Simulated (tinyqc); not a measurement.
# Changing the anneal temperature T

Model: grain growth, pinning, strength and diffusional creep of a polycrystal or thin film. Computed by tinyqc, a small Python program. Command: `OMP_NUM_THREADS=1 python tinyqc.py 3019197 3019198 out.jsonl grain sweep`. One thread of a shared host (Intel(R) Xeon(R) Processor @ 2.30GHz), about 0.01 s of CPU time with the checks.

One mean grain size d describes the structure.

Inputs (values chosen for the exercise, modelled on aluminium):
```
quantity                                    value        unit
shear modulus G                              25.1         GPa
Burgers vector b                            2.863    angstrom
atomic volume Omega                         16.59  angstrom^3
boundary energy gamma                         0.3       J/m^2
mobility prefactor M0                     2.7e-05   m^4/(J s)
activation energy of boundary motion Q_m     1.13          eV
anneal time t                               17000           s
initial grain size d0                         130          nm
particle volume fraction f                 0.0065           -
particle radius r                             1.6          nm
film thickness h                             1200          nm
surface energy gamma_s                       0.92       J/m^2
friction stress sigma_0                        16         MPa
Hall-Petch slope k_y                        0.069   MPa m^0.5
lattice diffusion energy Q_l                  1.5          eV
boundary diffusion energy Q_b                0.81          eV
lattice prefactor D0                      1.5e-05       m^2/s
boundary prefactor delta D0b              1.1e-15       m^3/s
applied stress sigma                          200         MPa
service temperature T_c                       276           K
```

Sample: thin film on a substrate.

Constants: k_B = 8.617333262e-05 eV/K; k_B = 1.380649e-23 J/K.

Method:
- M = M0 exp(-Q_m/(k_B T)). The driving pressure is 2 gamma/d. Zener pinning pressure 3 f gamma/(2 r) stops growth at d_Z = 4 r/(3 f). Grooves where boundaries meet the surface have the angle theta = arcsin(gamma/(2 gamma_s)) and are taken to stop growth at d_h = h/(2 theta), a few film thicknesses; the limit is 1/d_lim = 1/d_Z + 1/d_h.
- dd/dt = 2 M gamma (1/d - 1/d_lim) integrates to 2 M gamma t = d_lim (d0 - d) + d_lim^2 ln[(d_lim - d0)/(d_lim - d)]; without pinning d^2 = d0^2 + 4 M gamma t.
- Hall-Petch term k_y/sqrt(d). Orowan term 3.06 x 0.4 G b ln(2 rbar/b)/(pi lambda sqrt(1 - nu)) with nu = 1/3, rbar = sqrt(2/3) r, lambda = rbar (sqrt(pi/f) - 2). Film term (threading dislocation, matched substrate, the geometry of an fcc (111) film taken for all cases): 3.464 G b ln(2 h/b)/(4 pi (1 - nu) h). The terms are added to sigma_0.
- Nabarro-Herring rate = 14 sigma Omega D_l/(k_B T d^2), D_l = D0 exp(-Q_l/(k_B T)); Coble rate = 14 pi sigma Omega delta D_b/(k_B T d^3), delta D_b = delta D0b exp(-Q_b/(k_B T)); they are equal at d_x = pi delta D_b/D_l.

One run for each value:
```
anneal temperature T (K)  grain size d (nm)  size without pinning (nm)  yield stress (MPa)  time to 1 % strain (s)
379                                   131.1                  1.320e+02               519.3               3.305e+05
423                                   163.0                  1.894e+02               499.7               6.346e+05
467                                   286.6                  6.072e+02               457.7               3.450e+06
511                                   301.2                  1.991e+03               454.5               4.006e+06
556                                   301.2                  5.614e+03               454.5               4.006e+06
600                                   301.2                  1.333e+04               454.5               4.006e+06
644                                   301.2                  2.812e+04               454.5               4.006e+06
688                                   301.2                  5.392e+04               454.5               4.006e+06
732                                   301.2                  9.561e+04               454.5               4.006e+06
```

Over the rows, grain size d (nm) rises from 131 to 301, flat over part of the range; size without pinning (nm) rises from 132 to 95600 (exponent d ln y / d ln x 3.3 between the first rows and 9.2 between the last); yield stress (MPa) falls from 519 to 455, flat over part of the range.

Caution (all rows): the grains are smaller than the film is thick, so they are not columnar, and the groove drag and film term are overstated. Caution (all rows): sigma Omega is not small against k_B T, as the linear creep laws assume.
